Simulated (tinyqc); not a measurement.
Thin film between two gates, subbands and threshold shift from confinement: one step of the calculation.

Undoped body with a flat potential across it, hard walls, transport along x. Three valley pairs (g = 2 each) with the longitudinal mass along x, y or z. Non-parabolicity enters the subband edges through E (1 + al E) = gamma, so E = 2 gamma/(1 + sqrt(1 + 4 al gamma)); motion within a subband is taken as parabolic with the band-edge mass. Energies are counted from the bulk band edge.

Problem. Lowest subbands. gamma = C (pi k/(t + dl))^2/mz, C = hbar^2/(2 m0). List the 6 lowest, labelled by valley axis and quantum numbers, with degeneracy g and N_k: N_k = g sqrt(mx my) m0 kB T/(pi hbar^2).

Parameters, values chosen for the exercise; masses close to those of silicon:
```
symbol  value  unit                                                meaning
T          77     K                                            temperature
ml      0.922    m0                                      longitudinal mass
mt      0.192    m0                                        transverse mass
al          0  1/eV                                       non-parabolicity
t         7.4    nm                               film thickness (along z)
dl        0.3    nm  widening of the box by penetration into the insulator
```

Constants: q = 1.602176634e-19 C, kB = 1.380649e-23 J/K, hbar = 1.054571817e-34 J s, m0 = 9.1093837015e-31 kg, Vt = kB T/q, hbar^2/(2 m0) = 0.0380998212 eV nm^2. Results are converted to the units shown.

Wanted: E_k; g; N_k.

Solution.

| subband | E_k (eV) | g | N_k (cm^-2) |
|---|---|---|---|
| z1 | 0.006879 | 2 | 1.064e12 |
| z2 | 0.02752 | 2 | 1.064e12 |
| x1 | 0.03303 | 2 | 2.332e12 |
| y1 | 0.03303 | 2 | 2.332e12 |
| z3 | 0.06191 | 2 | 1.064e12 |
| z4 | 0.1101 | 2 | 1.064e12 |

tinyqc, about 0.09 s, one thread, Intel Xeon 2.30GHz (shared host): `OMP_NUM_THREADS=1 python tinyqc.py 2350144 2350145 out.jsonl`
